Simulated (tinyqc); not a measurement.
Resistance of a source-drain extension with a graded tip: two steps of the calculation.

y runs along the channel, the gate covers y > 0. The doping is N0 for y < y0 and N0 10^(-(y - y0)/la) beyond, uniform over the depth xj. Sheet conductance s(y) = q mu(N) max(N - Nch, 0) xj + (for y > 0) ma Cox Vo, with mu(N) = u0 + (u1 - u0)/(1 + (N/Nr)^au) and Cox = eps0 eox/tox. Current is taken as one-dimensional; depletion of the tip, spreading and the contact are left out. The metallurgical junction lies at yj, where N = Nch.

Parameters, values chosen for the exercise; mobility law close to that of electrons in silicon: relative permittivity of the gate insulator (close to silicon dioxide) eox = 3.9; insulator thickness tox = 1.4 nm; active doping of the extension far from the gate N0 = 5.9e19 cm^-3; lateral abruptness la = 5.1 nm/decade; position under the gate where the fall begins (gate edge at 0) y0 = 3.6 nm; depth of the extension xj = 19 nm; channel doping Nch = 1.4e18 cm^-3; gate overdrive Vo = 0.74 V; mobility of the gate-induced layer ma = 170 cm^2/(V s); mobility at low doping u1 = 1414 cm^2/(V s); mobility at high doping u0 = 68.5 cm^2/(V s); reference doping Nr = 9.2e16 cm^-3; exponent au = 0.711; gate length Lg = 90 nm.

Constants: q = 1.602176634e-19 C, eps0 = 8.8541878128e-14 F/cm where lengths are in cm. Results are converted to the units shown.

Task 1. Sheet resistances and junction position. yj = y0 + la log10(N0/Nch); sheet resistance of the full extension 1/[q mu(N0)(N0 - Nch) xj] and of the gate-induced layer 1/(ma Cox Vo); metallurgical length Lg - 2 yj; ye is where the doped and the gate-induced conductances are equal.

Give: yj; sheet resistance of the extension; sheet resistance of the induced layer; metallurgical length; ye; N at ye.

Result 1.

yj = 11.886 nm
sheet resistance of the extension = 695.93 ohm/square
sheet resistance of the induced layer = 3222.8 ohm/square
metallurgical length = 66.228 nm
ye = 7.4522 nm
N at ye = 1.0364e19 cm^-3

The gate takes over 4.43 nm before the junction, where N is still 7.40 times the channel doping.

Task 2. Resistance of the overlapped part. Midpoint rule on 11 equal steps from 0 to yj: R_ov = sum h/s(y), per width.

Give: y; N; doped conductance; sheet resistance; R_ov.

Result 2.

```
point   y (nm)  N (cm^-3)  doped conductance (uS)  sheet resistance (ohm/square)
0      0.54028  5.9000e19                  1436.9                         572.34
1       1.6208  5.9000e19                  1436.9                         572.34
2       2.7014  5.9000e19                  1436.9                         572.34
3       3.7819  5.4347e19                  1333.7                         608.26
4       4.8625  3.3366e19                  861.86                         853.13
5       5.9430  2.0485e19                  561.89                         1146.6
6       7.0236  1.2576e19                  367.69                         1475.0
7       8.1042  7.7212e18                  238.23                         1823.1
8       9.1847  4.7404e18                  147.88                         2182.6
9       10.265  2.9103e18                  80.366                         2559.8
10      11.346  1.7868e18                  25.207                         2980.7
```

R_ov = 16.582 ohm um

Numbers from tinyqc (`OMP_NUM_THREADS=1 python tinyqc.py 2282274 2282275 out.jsonl`; about 0.03 s on one thread of a shared Intel Xeon 2.30GHz).
